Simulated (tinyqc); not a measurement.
# Phonon transmission through an interface between two chains by Green functions, step by step

A worked calculation. Computed by tinyqc, a small Python program that keeps every step. Command: `OMP_NUM_THREADS=1 python tinyqc.py 3019973 3019974 out.jsonl agf walk`. One thread of a shared host (Intel(R) Xeon(R) Processor @ 2.30GHz), about 0.01 s of CPU time with the checks. Intermediate numbers are printed to about 6 digits and carried at full precision; extremes and crossings named in words are read from the listed rows.

Two semi-infinite chains (masses m_1, m_2; springs k_1, k_2), motion along the chain. The central region holds the end atom of each chain and two interlayer atoms of mass m_b, joined by springs k_b. lambda = omega^2 in eV/(angstrom^2 u); nu = 15.6333042 THz x sqrt(lambda).

Inputs (values chosen for the exercise, for two model chains): mass m_1 = 39 u; spring k_1 = 6.38 eV/angstrom^2; mass m_2 = 126 u; spring k_2 = 3.9 eV/angstrom^2; junction spring k_b = 1.45 eV/angstrom^2; interlayer mass m_b = 117 u; probe frequency / lower band top = 0.23; temperature T = 100 K.

Atoms in the interlayer: two.

Constants: nu for 1 eV/(angstrom^2 u) = 15.6333042 THz; h x 1 THz = 4.135667696 meV; k_B = 8.617333262e-05 eV/K; k_B = 1.380649e-23 J/K; h = 6.62607015e-34 J s.

## Band tops and impedances

nu_max = 15.6333042 THz x 2 sqrt(k/m); impedance Z = sqrt(k m); long-wave transmission 4 Z_1 Z_2/(Z_1 + Z_2)^2; the probe frequency is the given share of the lower band top.

band top of chain 1 = 12.6462 THz

band top of chain 2 = 5.50082 THz

Z_1 = 15.7740 sqrt(eV u)/angstrom

Z_2 = 22.1675 sqrt(eV u)/angstrom

long-wave transmission = 0.971605

probe frequency = 1.26519 THz

## Self-energies and the matrix at the probe frequency

In chain i, sin(q_i a/2) = nu/nu_max,i. An outgoing wave makes the next atom move as exp(i q_i a) times the end atom, so the lead adds the self-energy Sigma_i = -k_i exp(i q_i a) to the force-constant matrix; Gamma_i = -2 Im Sigma_i = 2 k_i sin(q_i a). A = lambda M - K - Sigma over the central atoms, with K_ii the sum of the springs at i, K_(i,i+1) = -k_b; G = inverse of A; transmission = Gamma_1 Gamma_2 |G_(first,last)|^2.

q_1 a = 0.200426 rad

q_2 a = 0.464155 rad

Gamma_1 = 2.54035 eV/angstrom^2

Gamma_2 = 3.49181 eV/angstrom^2

A (complex symmetric) (eV/angstrom^2), rows end of 1, layer 1, layer 2, end of 2:
$$\begin{pmatrix}
-1.32228+1.27017i & 1.45000 & 0.00000 & 0.00000 \\
1.45000 & -2.13371 & 1.45000 & 0.00000 \\
0.00000 & 1.45000 & -2.13371 & 1.45000 \\
0.00000 & 0.00000 & 1.45000 & -1.03738+1.74590i
\end{pmatrix}$$

## Transmission at the probe frequency

The formulas are those given above.

G_(first,last) = 0.280785+0.158340i angstrom^2/eV

transmission = 0.921742

It is below the long-wave value 0.972.

## Thermal conductance

Landauer conductance G = k_B int tau(nu) x^2 e^x/(e^x - 1)^2 d nu, x = h nu/(k_B T), from 0 to the lower band top (240 Gauss-Legendre points in s from 0 to 1, nu = nu_top sin(pi s/2)); tau is the transmission, and its thermal mean is G over the value for tau = 1 in the same window; the quantum is g_0 = pi^2 k_B^2 T/(3 h).

conductance G = 35.9323 pW/K

thermal mean of the transmission = 0.563131

G/g_0 = 0.379661

## Transmission spectrum against simple models

Long-wave value 4 Z_1 Z_2/(Z_1 + Z_2)^2. Continuum estimate, with omega = sqrt(lambda): a slab of impedance Z_b = sqrt(k_b m_b) and phase p = omega x (number of interlayer atoms) x sqrt(m_b/k_b), tau = 4 Z_1 Z_2/[(Z_1 + Z_2)^2 cos^2 p + (Z_b + Z_1 Z_2/Z_b)^2 sin^2 p].

Transmission:
```
nu/nu_top  nu (THz)  Green function  long-wave value  continuum estimate
0.05        0.27504        0.941676         0.971605            0.961911
0.15        0.82512        0.853281         0.971605            0.909031
0.25        1.37521        0.953706         0.971605            0.879843
0.35        1.92529        0.872728         0.971605            0.910652
0.45        2.47537        0.615778         0.971605            0.963005
0.55        3.02545        0.932582         0.971605            0.960761
0.65        3.57554        0.033088         0.971605            0.907437
0.75        4.12562        0.002609         0.971605            0.879904
0.85        4.67570        0.000356         0.971605            0.912297
0.92        5.06076        0.000094         0.971605            0.951453
0.98        5.39081        0.000022         0.971605            0.970819
```

The transmission starts at the impedance value 0.972 and vanishes at the lower band top, 5.50 THz, above which chain 2 has no states. It first falls below half of that value at nu/nu_top = 0.65. The continuum estimate is within 0.05 up to nu/nu_top = 0.05; it leaves out dispersion, and it puts the faces of the slab half a spring from its outer atoms.

## Conductance against temperature

The formulas are those given above.

Conductance:
```
T (K)  G (pW/K)  mean transmission      G/g_0  G for transmission 1 (pW/K)
1      0.918150           0.970118   0.970118                     0.946431
5       4.47320           0.945277   0.945277                      4.73216
20      16.8489           0.890228   0.890127                      18.9265
50      30.6700           0.691595   0.648119                      44.3468
100     35.9323           0.563131   0.379661                      63.8080
200     37.6062           0.519033   0.198674                      72.4544
400     38.0534           0.507109   0.100518                      75.0400
800     38.1672           0.504069  0.0504093                      75.7181
```

At 1 K G/g_0 = 0.970; as T goes to 0 it tends to the long-wave transmission, where only the impedances count. Towards high T all modes count more and more alike; at 800 K G is 38.2 pW/K and the mean transmission is 0.504, which is well below the low-T value.

Checks made by the program: low-frequency limit against the impedance formula (relative difference 1e-07); unitarity: Gamma_1 |G_11|^2 + Gamma_2 |G_1N|^2 = -2 Im G_11 (relative difference below 1e-10); conductance against a 1500-point midpoint sum (relative difference below 1e-10).
